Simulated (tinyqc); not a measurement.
Single-domain magnet: Stoner-Wohlfarth switching, Neel-Arrhenius retention, LLG dynamics and spin torque: one step, computed by the program tinyqc. Command: `OMP_NUM_THREADS=1 python tinyqc.py 3001869 3001870 out.jsonl macro walk`. One thread of a shared host (Intel(R) Xeon(R) Processor @ 2.30GHz), about 0.01 s of CPU time with the checks.

The moment is uniform, with unit vector m; z is the easy axis. mu_0 = 1.25663706212e-6 T m/A, gamma = 1.76085963023e11 rad/(s T).

Task: Spin-transfer switching. For axial symmetry and a polariser along z: I_c0 = (4 e alpha/(hbar eta)) K_eff V; relaxation time tau_D = (1 + alpha^2)/(alpha gamma mu_0 H_K); thermal start angle theta_0 = 1/sqrt(2 Delta); switching time about tau_D ln(pi/(2 theta_0))/(I/I_c0 - 1); precession frequency gamma mu_0 H_K/(2 pi (1 + alpha^2)).

Inputs (values chosen for the exercise, for a model magnet):
```
quantity                    value  unit
temperature T                 450     K
damping alpha               0.043     -
spin-torque efficiency eta   0.53     -
drive I/I_c0                  4.6     -
```

Shape: prolate spheroid, easy axis along it.

K_eff = 226.0957 kJ/m^3

volume V = 3105.936 nm^3

stability factor Delta = 113.0288

anisotropy field mu_0 H_K = 0.6487681 T

Constants: e = 1.602176634e-19 C; hbar = 1.054571817e-34 J s.

Give: critical current I_c0; Delta/I_c0; tau_D; switching time, estimate; precession frequency.

Result:

critical current I_c0 = 346.2 microampere

Delta/I_c0 = 0.3265 1/microampere

tau_D = 0.2039 ns

switching time, estimate = 0.1791 ns

precession frequency = 18.15 GHz
